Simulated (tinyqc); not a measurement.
Random telegraph noise from one oxide trap in a small MOSFET: one step of the calculation.

An acceptor-like trap exchanges electrons with the channel. Inversion charge Q = Cox u, u = n Vt W0(exp((Vg - VT)/(n Vt))), W0 the Lambert function, n = nf, Cox = eps0 eox/tox; linear regime Id = (W/L) mu Q Vd. Relative to threshold the surface potential rises by Vt ln(u/u0) and the oxide voltage by the rest of Vg - VT, with u0 = n Vt W0(1).

Task. Step height. A = W L; threshold step dV = q (1 - xt/tox)/(Cox A); gm/Id = 1/(u + n Vt); relative step dI/I = (gm/Id) dV + asc mu/A. Id as defined.

Values chosen for this exercise; values of the order met in silicon transistors: temperature T = 250 K; relative permittivity of the gate insulator (close to silicon dioxide) eox = 3.9; insulator thickness tox = 1.5 nm; depth of the trap from the channel interface xt = 0.72 nm; body factor nf = 1.23; gate width W = 190 nm; gate length L = 180 nm; mobility mu = 340 cm^2/(V s); scattering coefficient of the charged trap asc = 0 V s; drain voltage Vd = 0.1 V.

Constants: q = 1.602176634e-19 C, kB = 1.380649e-23 J/K, Vt = kB T/q, eps0 = 8.8541878128e-14 F/cm where lengths are in cm. Results are converted to the units shown.

u = 1.9471027e-4 V
N = 2.7976962e9 cm^-2

Wanted: electrons in the channel N A; dV; gm/Id; number part of dI/I; dI/I; Id; dI.

Result.

electrons in the channel N A = 0.9568
dV = 0.1058 mV
gm/Id = 37.46 1/V
number part of dI/I = 0.3964 %
dI/I = 0.3964 %
Id = 0.01609 uA
dI = 0.06377 nA

Range of the model: VT is taken as given; short-channel effects and the uneven flow of current among few electrons are left out.

Numbers from tinyqc (`OMP_NUM_THREADS=1 python tinyqc.py 2710022 2710023 out.jsonl`; about 0.01 s on one thread of a shared Intel Xeon 2.30GHz).
